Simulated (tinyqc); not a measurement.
Comparisons within one model: averaged masses of warped heavy- and light-hole bands. A value that a table varies takes the place of the one given here.

Four-band hole energies E = c k^2 f(u), c = hbar^2/2m0, f = g1 -/+ 2 sqrt(g2^2 + 3 (g3^2 - g2^2) s), s = ux^2 uy^2 + uy^2 uz^2 + uz^2 ux^2 for the unit vector u; minus for heavy, plus for light holes; the mass along u is 1/f.

Grid: n x n midpoints in cos(theta) from 0 to 1 and phi from 0 to pi/2, equal weights. m_d = <f^(-3/2)>^(2/3). Conductivity mass for one scattering time: 1/m_c = <|w|^2 f^(-5/2)>/<f^(-3/2)> with w = grad_k(k^2 f)/(2 k), that is |w|^2 = f^2 + |angular gradient of f|^2/4.

Parameters, chosen for this exercise (out of a larger set: near those of GaAs; not measured data):
```
symbol  value  unit  meaning
g1      7.01         Luttinger gamma1
g2      2.08         gamma2
g3      2.96         gamma3
```

## Ways to average over directions

Heavy and light m_d on grids of growing n, against n = 160; also the three-direction rule <F> = (10 F[100] + 16 F[110] + 9 F[111])/35 and the spherical masses 1/(g1 (1 -/+ mu)), mu = (6 g3 + 4 g2)/(5 g1).

Masses (m0):
```
method             heavy   light  error heavy (%)  error light (%)
grid n = 1        0.8981  0.0775            44.93            -5.04
grid n = 2        0.6309  0.0808             1.81            -1.01
grid n = 3        0.6266  0.0812             1.12            -0.47
grid n = 5        0.6217  0.0814             0.32            -0.19
grid n = 10       0.6202  0.0816             0.08            -0.05
grid n = 160      0.6197  0.0816             0.00             0.00
three directions  0.6631  0.0820             7.00             0.48
spherical         0.5574  0.0818           -10.05             0.24
[100] alone       0.3509  0.0895           -43.38             9.72
```

The heavy mass is within 1 % from grid n = 5 on. Three directions err by +7.00 %, the spherical form by -10.05 % and [100] alone by -43.4 %; for light holes the same three err by +0.48, +0.24 and +9.7 %. The power -3/2 weights the heavy directions near [111], which a mean of f misses.

## Cyclotron masses against the field direction

For the central orbit m_cyc is the mean of 1/f(u) over the directions u normal to B (360 points on the circle). B lies in the (1-10) plane at the angle from [001]; 54.7 degrees is [111], 90 is [110].

Masses (m0):
```
angle (degrees)   heavy   light
0.0              0.4930  0.0843
15.0             0.5242  0.0834
30.0             0.6041  0.0814
45.0             0.6680  0.0800
54.7             0.6769  0.0797
70.0             0.6706  0.0803
90.0             0.6663  0.0811
```

The heavy mass is smallest at 0 and largest at 54.7 degrees of the angles listed, a spread of 37 %; the light mass varies by 5.7 %. The orbit normal to [001] has s between 0 and 1/4, the orbit normal to [111] has s = 1/4 all round, which gives 1/(g1 - sqrt(g2^2 + 3 g3^2)) = 0.6769. This is the classical limit; low Landau levels of holes depart from it.

## Several materials

The inputs are values chosen for the exercise; n = 40; delta = (g3 - g2)/g1.

Results:
```
case            g1    g2    g3  m_d heavy  m_c heavy  m_d light  delta
A near Ge    13.32  4.26  5.73      0.364      0.282     0.0423  0.110
B near GaSb  13.38  4.67  6.04      0.476      0.337     0.0410  0.102
C near GaP    4.08  0.49  1.25      0.498      0.439     0.1654  0.186
D near AlAs   3.75  0.82  1.42      0.793      0.649     0.1628  0.160
E near Si     4.26  0.34  1.44      0.523      0.416     0.1559  0.258
F near InAs  19.86  8.44  9.21      0.512      0.436     0.0265  0.039
```

Heavy masses span a factor of 2.2 and light ones 6.2: the coupling to the conduction band adds to g1, 2 g2 and 2 g3 alike, so it cancels for heavy holes and doubles for light ones. The ratio m_c/m_d of the heavy holes is lowest for B (0.71); delta is largest for E; the heavy band feels the warping rather through (g3 - g2)/(g1 - 2 g3), which runs from 0.48 to 1.05 here and is 1.05 for the case with the lowest ratio.

## What each parameter does

n = 40. Each row changes one parameter from the base and keeps the others.

Results:
```
case        m_d heavy (m0)  m_c heavy (m0)  m_d light (m0)  m_c light (m0)
base                0.6197          0.4787          0.0816          0.0810
g1 = 6.8            0.7209          0.5207          0.0830          0.0824
g2 = 2.142          0.6308          0.4972          0.0813          0.0808
g3 = 3.049          0.6843          0.4845          0.0809          0.0802
```

The largest shifts from the base row, up to three for each result and ties (the steps differ in size, so this ranks the rows, not the parameters). m_d heavy (m0): g1 +0.1012, g3 +0.0646, g2 +0.0111. m_c heavy (m0): g1 +0.0419, g2 +0.0185, g3 +0.0058. m_d light (m0): g1 +0.0014, g3 -0.0007, g2 -0.0003. m_c light (m0): g1 +0.0014, g3 -0.0008, g2 -0.0002.

tinyqc: `OMP_NUM_THREADS=1 python tinyqc.py 1080746 1080747 out.jsonl`; about 0.01 s, one thread, shared Intel(R) Xeon(R) Processor @ 2.30GHz.
